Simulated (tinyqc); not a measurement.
Convergence with the k mesh: Bethe-Salpeter matrix of a two-band square lattice (Tamm-Dancoff form).

One valence and one conduction band, lattice period 1, mesh k = 2 pi j/N along each axis (first index slowest). Pair energies D(k) = Eg + 2 t sum(1 - cos k), t = tc + tv. Screened attraction W(R) = U at R = 0 and V/|R| otherwise, R over the N x N cells with the nearest image; W(q) = sum_R W(R) cos(q R). H(k, k') = D(k) delta - W(k - k')/Nk + 2 J/Nk for singlets (J = 0 for triplets), Nk the number of k points. With a constant transition dipole the strength of a state is f = (sum_k A_k)^2/Nk, and the f sum to 1.

Inputs chosen for the exercise:

| symbol | value | unit | meaning |
|---|---|---|---|
| Eg | 3.2 | eV | quasiparticle gap |
| tc | 0.29 | eV | conduction hopping |
| tv | 0.09 | eV | valence hopping |
| U | 1.85 | eV | attraction in the same cell |
| V | 0.98 | eV | attraction at one cell distance |
| J | 0.5 | eV | exchange in the same cell |

Lowest triplet and singlet, and f of the singlet, against N.

Results:

| N | Eg - E triplet (eV) | Eg - E singlet (eV) | f singlet |
|---|---|---|---|
| 3 | 1.0938 | 0.8499 | 0.1291 |
| 4 | 0.9777 | 0.7186 | 0.1203 |
| 9 | 0.9238 | 0.6043 | 0.1518 |
| 14 | 0.9237 | 0.6031 | 0.1536 |
| 22 | 0.9237 | 0.6031 | 0.1536 |
| 36 | 0.9237 | 0.6031 | 0.1536 |

Give the missing row, N = 6.

Computed row:
```
N  Eg - E triplet (eV)  Eg - E singlet (eV)  f singlet
6               0.9285               0.6270     0.1352
```

The coarsest mesh misjudges the singlet binding by +0.2469 eV against the finest: a mesh of N points along an axis repeats the pair every N cells. The triplet is within 1 meV of the last row from N = 9 on. The singlet is within 1 meV of the last row from N = 14 on. The more tightly bound triplet is the smaller object in R, so it needs no more points than the singlet.

tinyqc: `OMP_NUM_THREADS=1 python tinyqc.py 1251117 1251118 out.jsonl`; about 0.7 s, one thread, shared Intel(R) Xeon(R) Processor @ 2.30GHz.
